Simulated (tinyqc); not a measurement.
Thin-film transistor with exponential tail and deep states, accumulation layer: two steps of the calculation.

An undoped film in accumulation, thicker than the space-charge layer. With band bending psi the Fermi level lies E0 - psi below the band edge. Free electrons n = n0 exp(psi/Vt) carry the current; electrons in two exponential distributions of traps, a = a0 exp(psi/Va) and d = d0 exp(psi/Vp), do not. Linear regime, ohmic contacts, traps in equilibrium.

Parameters, values chosen for the exercise; values close to those of an organic semiconductor: temperature T = 290 K; relative permittivity of the semiconductor eps_r = 3.2; density of extended states Nc = 1e20 cm^-3; band mobility mb = 3.4 cm^2/(V s); total density of tail states Nt = 1.1e20 cm^-3; characteristic temperature of the tail Tt = 470 K; total density of deep states Nd = 3.6e17 cm^-3; characteristic temperature of the deep states Td = 1230 K; bulk Fermi level below the band edge E0 = 0.43 eV; gate capacitance Ci = 17 nF/cm^2; ratio W/L WL = 5; drain voltage Vd = 0.05 V; gate voltage above flat band Vg = 23 V.

Constants: q = 1.602176634e-19 C, kB = 1.380649e-23 J/K, Vt = kB T/q, eps0 = 8.8541878128e-14 F/cm where lengths are in cm. Results are converted to the units shown.

Question 1. Bulk densities. Va = kB Tt/q, Vp = kB Td/q; n0 = Nc exp(-E0/Vt), a0 = Nt th(T/Tt) exp(-E0/Va), d0 = Nd th(T/Td) exp(-E0/Vp), th(x) = pi x/sin(pi x).

Give: Va; Vp; th(T/Tt); n0; a0; d0.

Answer 1.

Va = 0.04050 V
Vp = 0.1060 V
th(T/Tt) = 2.077
n0 = 3.367e12 cm^-3
a0 = 5.598e15 cm^-3
d0 = 6.837e15 cm^-3

Question 2. Free and total charge, current. Va = kB Tt/q, Vp = kB Td/q. G(psi) = sum over the three kinds of c0 [V (exp(psi/V) - 1) - psi], field F = sqrt(2 q G/(eps0 eps_r)); Vg = psi + eps0 eps_r F/Ci at the surface. Total charge Q = Ci (Vg - psi_s); free charge Qf = q times the integral of n0 (exp(psi/Vt) - 1)/F over psi from 0 to psi_s; I = (W/L) mb Qf Vd; effective mobility mb Qf/Q.

psi_s = 0.355964829 V
n0 = 3.36686303e12 cm^-3
a0 = 5.59778351e15 cm^-3
d0 = 6.83743432e15 cm^-3

Wanted: surface densities; Q; Qf; effective mobility; I.

Answer 2.

surface densities (cm^-3): free 5.1686e18, tail 3.6728e19, deep 1.9652e17
Q = 384.95 nC/cm^2
Qf = 22.283 nC/cm^2
effective mobility = 0.19681 cm^2/(V s)
I = 18.941 nA

Program tinyqc, `OMP_NUM_THREADS=1 python tinyqc.py 2610004 2610005 out.jsonl`; Intel Xeon 2.30GHz, shared host, one thread, about 0.01 s.
